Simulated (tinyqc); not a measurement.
Inside a calculation. Method: plane-wave Kohn-Sham cycle with exchange-only LDA in a layered model solid. One step of it, computed by the program tinyqc.

Problem. Iteration 1: levels at that k. Diagonalise the Hermitian matrix.

H (hartree), lower triangle:
```
,-3,-2,-1,+0,+1,+2,+3
-3,0.762953
-2,-0.320000,0.212228
-1,-0.105000,-0.320000,-0.093730
+0,0.000000,-0.105000,-0.320000,-0.154922
+1,0.000000,0.000000,-0.105000,-0.320000,0.028653
+2,0.000000,0.000000,0.000000,-0.105000,-0.320000,0.456995
+3,0.000000,0.000000,0.000000,0.000000,-0.105000,-0.320000,1.130103
```

Give: eigenvalues.

Solution.

eigenvalues (hartree): -0.7308  -0.2130  0.1790  0.3718  0.5633  0.9127  1.2593
